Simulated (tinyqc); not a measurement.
Hole doping of the spin-split valence bands: two-band massive Dirac model of the K valleys.

Basis (conduction, valence): H = [[D/2, a t (tau kx - i ky)], [a t (tau kx + i ky), -D/2 + lam tau sz]], valley tau = +/-1, spin sz = +/-1. The gap of a spin and valley is G = D - lam tau sz. Berry curvature Omega = curl of i<u|grad u>; for the conduction band Omega_c = -tau 2 a^2 t^2 G/(G^2 + 4 a^2 t^2 k^2)^(3/2), and Omega_v = -Omega_c.

Parameters, chosen for this exercise (near those used for monolayer MoS2; the results hold for these values, not for the real material): a = 3.189 angstrom (lattice constant); D = 1.68 eV (gap parameter); t = 1.14 eV (effective hopping); lam = 0.064 eV (half the valence spin splitting).

The Fermi level lies E below the top of the valence band. kF for the upper and lower band of valley +1 from the two-band energy; each flavour holds kF^2/(4 pi) holes per area and both valleys count. Spin polarisation within one valley; Berry flux removed from valley +1, the sum of (1 - cos(theta_F))/2 with cos(theta_F) = G/sqrt(G^2 + 4 a^2 t^2 kF^2), in units of 2 pi.

Holes:

| E (meV) | kF upper (1/angstrom) | kF lower | p (1e12/cm^2) | spin polarisation in a valley | flux/2 pi |
|---|---|---|---|---|---|
| 16.0 | 0.0444 | 0.0000 | 3.14 | 1.000 | 0.0097 |
| 32.0 | 0.0632 | 0.0000 | 6.35 | 1.000 | 0.0190 |
| 64.0 | 0.0902 | 0.0000 | 12.95 | 1.000 | 0.0367 |
| 96.0 | 0.1115 | 0.0000 | 19.79 | 1.000 | 0.0531 |
| 121.6 | 0.1264 | 0.0000 | 25.44 | 1.000 | 0.0654 |
| 192.0 | 0.1621 | 0.0936 | 55.74 | 0.500 | 0.1302 |
| 256.0 | 0.1904 | 0.1346 | 86.56 | 0.333 | 0.1843 |

Give the missing row, E (meV) = 140.8.

Computed row:
```
E (meV)  kF upper (1/angstrom)  kF lower  p (1e12/cm^2)  spin polarisation in a valley  flux/2 pi
140.8                   0.1368    0.0412          32.49                          0.833     0.0814
```

Up to E = 2 lam = 128 meV, a density of 26.9e12/cm^2, only the upper band of this model is emptied and each valley is fully spin-polarised, oppositely in the two. Beyond it the polarisation falls, to 0.33 in the last row. The flux, times e^2/h, is in size the change of the Hall conductivity of one valley; the other valley cancels it in the charge current. Rows with kF above about 0.2 1/angstrom lie beyond the range of the model, and in real layers the valley at Gamma, close below in MoS2 and WS2, can take holes as well.

tinyqc: `OMP_NUM_THREADS=1 python tinyqc.py 1482284 1482285 out.jsonl`; about 0.01 s, one thread, shared Intel(R) Xeon(R) Processor @ 2.30GHz.
